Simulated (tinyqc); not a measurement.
# Leakage through a gate insulator: direct, Fowler-Nordheim, trap-assisted and Poole-Frenkel currents, step by step

A worked calculation. Computed by tinyqc, a small Python program that keeps every step. Command: `OMP_NUM_THREADS=1 python tinyqc.py 3001594 3001595 out.jsonl oxideleak walk`. One thread of a shared host (Intel(R) Xeon(R) Processor @ 2.30GHz), about 0.01 s of CPU time with the checks. Intermediate numbers are printed to about 5 digits and carried at full precision; extremes and crossings named in words are read from the listed rows.

Electrons enter from the cathode Fermi level at x = 0; the conduction band of the insulator lies phi_b - e F x above it, F = V/t. WKB exponents use a parabolic band with mass m.

Inputs (values chosen for the exercise, with an insulator like Si3N4):
```
quantity                        value   unit
thickness t                       3.1     nm
barrier phi_b                    2.09     eV
tunnelling mass m                0.39    m_0
static constant eps_ox           7.17      -
optical constant eps_opt         3.98      -
voltage across the insulator V   0.72      V
trap depth phi_t                 0.95     eV
trap density N_t                7e+17  cm^-3
attempt rate nu_0               1e+12    1/s
activation of capture E_a        0.33     eV
temperature T                     250      K
```

Constants: hbar^2/(2 m_0) = 3.80998212 eV angstrom^2; e = 1.602176634e-19 C; hbar = 1.054571817e-34 J s; k_B = 8.617333262e-05 eV/K; eps_0 = 8.8541878128e-12 F/m.

## Field and tunnelling without traps

For a level a distance phi(x) below the band, the WKB exponent is 2 int kappa dx with kappa = sqrt(m phi/(hbar^2/2m_0)); for a linear barrier from phi_1 down to phi_2 = max(phi_1 - e F d, 0) it is G = (4/3) sqrt(m/(hbar^2/2m_0)) (phi_1^(3/2) - phi_2^(3/2))/(e F). J_tun = e^3 F^2/(16 pi^2 hbar m phi_b) x exp(-G) / [1 - sqrt(phi_2/phi_b)]^2 with the free-electron mass in the cathode (m in m_0), phi_2 = max(phi_b - e V, 0): direct tunnelling for e V < phi_b, Fowler-Nordheim above. Image forces, back-flow and the limit on supply are left out, so J_tun is overstated below about 0.5 V. Equivalent oxide thickness = 3.9 t/eps_ox.

field F = 2.3226 MV/cm

equivalent oxide thickness = 1.6862 nm

WKB exponent G = 26.043

tunnelling current J_tun = 0.0013773 A/cm^2

The barrier is a trapezoid: direct tunnelling.

## One trap at several depths

A trap at depth x lies phi_t below the band. Capture: tunnel at the cathode Fermi level from 0 to x (G_in from phi_1 = phi_b), rate nu_0 exp(-G_in - E_c/k_B T) with E_c = E_a + max(phi_b - phi_t - e F x, 0), the last term being the height of the trap above the cathode Fermi level. Emission: tunnel from the trap level to the anode (G_out from phi_1 = phi_t over t - x), rate nu_0 exp(-G_out - E_a/k_B T). Re-emission to the cathode follows from detailed balance, rate_back = rate_in exp(dE/k_B T) with dE = phi_b - phi_t - e F x. Each trap passes R = rate_in rate_out/(rate_in + rate_back + rate_out) electrons per second; filling from the anode is left out. Depths: t times 0.08, 0.2, 0.32, 0.44, 0.56, 0.68, 0.8 and 0.92, rounded to 0.01 nm.

Rates:
```
x (nm)    G_in   G_out  E_c (eV)  rate in (1/s)  rate back (1/s)  rate out (1/s)     R (1/s)
0.25     2.297  14.167    1.4119     3.4615e-18       2.2393e+04      1.5659e-01  2.4205e-23
0.62     5.635  12.806    1.3260     6.6308e-18       7.9440e+02      6.1087e-01  5.0950e-21
0.99     8.901  11.278    1.2401     1.3663e-17       3.0313e+01      2.8159e+00  1.1613e-18
1.36    12.093   9.599    1.1541     3.0333e-17       1.2463e+00      1.5085e+01  2.8018e-17
1.74    15.291   7.732    1.0659     7.4506e-17       5.0897e-02      9.7613e+01  7.4467e-17
2.11    18.326   5.784    0.9799     1.9350e-16       2.4479e-03      6.8462e+02  1.9350e-16
2.48    21.280   3.716    0.8940     5.4463e-16       1.2760e-04      5.4137e+03  5.4463e-16
2.85    24.151   1.535    0.8081     1.6651e-15       7.2243e-06      4.7951e+04  1.6651e-15
```

The most effective of these traps sits at 2.85 nm, 92 % of the way; where rate back exceeds rate out, re-emission drains the trap, and elsewhere the slower forward step limits R.

## Trap-assisted current

J_TAT = e N_t int_0^t R dx by the midpoint rule on 400 intervals; the most effective depth is the midpoint with the largest R, rounded to 0.01 nm.

trap-assisted current J_TAT = 1.3442e-23 A/cm^2

most effective depth = 3.1 nm

Caution: a current below about 1e-15 A/cm^2 is not measurable.

## Poole-Frenkel bound

Poole-Frenkel emission over the lowered barrier of a charged trap: lowering sqrt(e F/(pi eps_opt eps_0)); J_PF = e N_t^(2/3) nu_0 exp(-(phi_t - lowering)/k_B T), one sheet of traps emitting with supply unlimited (an upper bound).

barrier lowering = 0.57976 eV

Poole-Frenkel bound J_PF = 0.0043428 A/cm^2

Caution: the film is too thin for the Poole-Frenkel picture (the lowering is a large part of the whole drop, or the traps are further apart than the film is thick), so J_PF is only nominal.

## Total without and with traps

J = J_tun + J_TAT (the Poole-Frenkel bound is not added); the ratio J/J_tun is the excess that stress-made traps add.

total current J = 0.0013773 A/cm^2

J/J_tun = 1

## Against voltage

The formulas are those given above.

Currents:
```
V (V)  F (MV/cm)  J_tun (A/cm^2)  J_TAT (A/cm^2)  best depth (nm)
0.37       1.194      4.0682e-04      1.1619e-28             1.30
0.75       2.419      1.5348e-03      5.1815e-23             3.10
1.13       3.645      6.4224e-03      3.9516e-15             3.10
1.51       4.871      3.0890e-02      6.0586e-12             2.34
1.89       6.097      1.8142e-01      2.3127e-10             1.87
2.27       7.323      2.2990e+00      2.6281e-09             1.56
2.65       8.548      3.9100e+01      1.5222e-08             1.34
3.03       9.774      3.3869e+02      5.8590e-08             1.17
3.41      11.000      1.8648e+03      1.7224e-07             1.04
```

Tunnelling without traps rules in every row. Over the range J_tun grows by 6.7 decades and J_TAT by 21.2. The highest rows may lie beyond breakdown. Below about 0.5 V the formula for J_tun, which has no back-flow, overstates the current.

## Against thickness at fixed field

The formulas are those given above.

Currents:
```
t (nm)   V (V)  J_tun (A/cm^2)  J_TAT (A/cm^2)
1.2     0.2787      4.7168e+04      8.9296e-26
1.6     0.3716      8.6326e+02      2.3373e-25
2.2     0.5110      3.1729e+00      1.0461e-24
3.0     0.6968      3.1436e-03      9.8939e-24
4.0     0.9290      1.1843e-06      2.8403e-22
5.5     1.2774      3.9684e-11      1.8631e-20
7.5     1.7419      1.0017e-15      1.8877e-20
10.0    2.3226      8.0769e-18      1.8884e-20
```

Between the first rows J_tun falls by 4.34 decades per nm. J_TAT stays below J_tun at all these thicknesses. Below about 0.5 V the formula for J_tun, which has no back-flow, overstates the current.

Checks made by the program: the WKB exponent by quadrature (relative difference below 1e-10); the integral with twice the points (relative difference 2e-05).
